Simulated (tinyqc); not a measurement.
Grain-boundary trapping model (Seto) of a polycrystalline semiconductor film: one step, computed by the program tinyqc.

Grains of equal size L are joined by thin boundaries with one trap level. Trapped carriers deplete a width W on each side and raise a barrier, crossed by thermionic emission. Dopants are fully ionised, statistics are non-degenerate and mu_g does not depend on T.

Problem. Barrier. N_c(T) = N_c (T/300 K)^(3/2). Filled traps Q = Q_t/(1 + (1/2) exp((E_t* - E_F)/k_B T)), where E_t* = e V_B - E_t and E_F are counted from the band edge at the grain centre. Partial depletion: Q = 2 N W, V_B = e N W^2/(2 eps eps_0), E_F = k_B T ln(N/N_c); solve for W. If that W would exceed L/2 the grain is fully depleted: W = L/2, Q = N L, and E_F follows from the trap equation. Centre density n_0 = N_c exp(E_F/k_B T).

Inputs (values chosen for the exercise, modelled on polycrystalline silicon):
```
quantity                                     value    unit
permittivity eps                              11.7       -
effective density of states at 300 K, N_c  2.1e+19  1/cm^3
grain size L                                   260      nm
trap density Q_t                           5.7e+12  1/cm^2
trap level E_t below the band edge            0.37      eV
doping N                                   4.2e+16  1/cm^3
temperature T                                  200       K
```

Grain interior: neglected.

Constants: k_B = 8.617333262e-05 eV/K; e = 1.602176634e-19 C; eps_0 = 8.8541878128e-12 F/m.

Give: depletion width W; barrier V_B; E_F; centre density n_0.

Solution.

depletion width W = 98.62 nm

barrier V_B = 0.3159 V

E_F = -0.09662 eV

centre density n_0 = 4.20e+16 1/cm^3

The grain is partly depleted; 14.5 % of the traps are filled, and they hold 75.9 % of the carriers.
